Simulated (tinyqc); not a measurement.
# Doping from resistivity

Question. A uniform, uncompensated and fully ionised sample has rho = 1/(q N mu), mu = m1 + (m2 (T/300 K)^(-bt) - m1)/(1 + (N/Nr)^am). Find N, mu and the diffusion coefficient mu Vt.

Inputs (values chosen for the exercise):
```
symbol,value,unit,meaning
T,250,K,temperature
m1,45.1,cm^2/(V s),mobility limit at high doping
m2,466,cm^2/(V s),"mobility limit at low doping, at 300 K"
Nr,2.27e17,cm^-3,reference doping of the mobility law
am,0.746,,exponent of the mobility law
bt,1.8,,temperature exponent of m2
```

Constants: q = 1.602176634e-19 C, kB = 1.380649e-23 J/K, Vt = kB T/q. Results are converted to the units shown.

resistivity = 0.0012132071 ohm cm

Solution. With am below 1 the product N mu rises steadily with N, so one doping matches; it is found by iterating N = 1/(q rho mu(N)).

N = 1.00e20 cm^-3
mu = 51.4 cm^2/(V s)
diffusion coefficient = 1.11 cm^2/s

Computed by the program tinyqc: `OMP_NUM_THREADS=1 python tinyqc.py 2110005 2110006 out.jsonl`, one thread of a shared Intel Xeon 2.30GHz, about 0.01 s for the whole run.
